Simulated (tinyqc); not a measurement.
Weibull analysis of times to dielectric breakdown, with area scaling: two steps of the calculation.

Breakdown times follow F(t) = 1 - exp(-(t/t63)^beta). The 7 times below were drawn at random from beta = 2.4, t63 = 1900 s and are treated as data; all samples failed.

Values chosen for this exercise:
```
symbol  value  unit                                  meaning
A1        1.5  um^2                 area of a test capacitor
A2      7.5e6  um^2                 gate area of the product
Fp      0.001               allowed share of failed products
t63      1900     s  characteristic time of a test capacitor
beta      2.4                                  Weibull slope
```

Problem 1. Straight-line fit. W = ln(-ln(1 - F)) is the Weibull ordinate of each ranked failure. Least squares of W on ln t: beta = sum (x - mean x)(W - mean W)/sum (x - mean x)^2 with x = ln t, and ln t63 = mean x - mean W/beta.

| i | W | ln t |
|---|---|---|
| 1 | -2.3088801 | 7.3777589 |
| 2 | -1.3431819 | 7.5704433 |
| 3 | -0.7898398 | 7.5806998 |
| 4 | -0.3665129 | 7.6449193 |
| 5 | 0.0081946 | 7.7406644 |
| 6 | 0.3858417 | 7.8438486 |
| 7 | 0.8578795 | 7.8935721 |

Give: beta; t63.

Solution 1.

beta = 5.9726
t63 = 2320.7 s

beta is 2.49 times the value that made the data and t63 22 % above it.

Problem 2. Scale parameter and projection to the product. t63 = (mean of t^beta)^(1/beta). Defects are spread at random, so -ln(1 - F) is proportional to the area: t63(A2) = t63 (A1/A2)^(1/beta), and the time to the share Fp is t63(A2) (-ln(1 - Fp))^(1/beta).

| i | t (s) |
|---|---|
| 1 | 1600 |
| 2 | 1940 |
| 3 | 1960 |
| 4 | 2090 |
| 5 | 2300 |
| 6 | 2550 |
| 7 | 2680 |

converged beta = 7.0144962

Find: t63; t63 of the product; time to Fp; decades lost against t63.

Solution 2.

t63 = 2309 s
t63 of the product = 256.1 s
time to Fp = 95.68 s
decades lost against t63 = 1.383

The straight-line values give 55.2 s for the time to Fp and the values that made the data 0.173 s: with 7 samples beta is uncertain by about 0.78/sqrt(n) = 29 %, and the projection hangs on 1/beta.

tinyqc, about 0.01 s, one thread, Intel Xeon 2.30GHz (shared host): `OMP_NUM_THREADS=1 python tinyqc.py 2070127 2070128 out.jsonl`
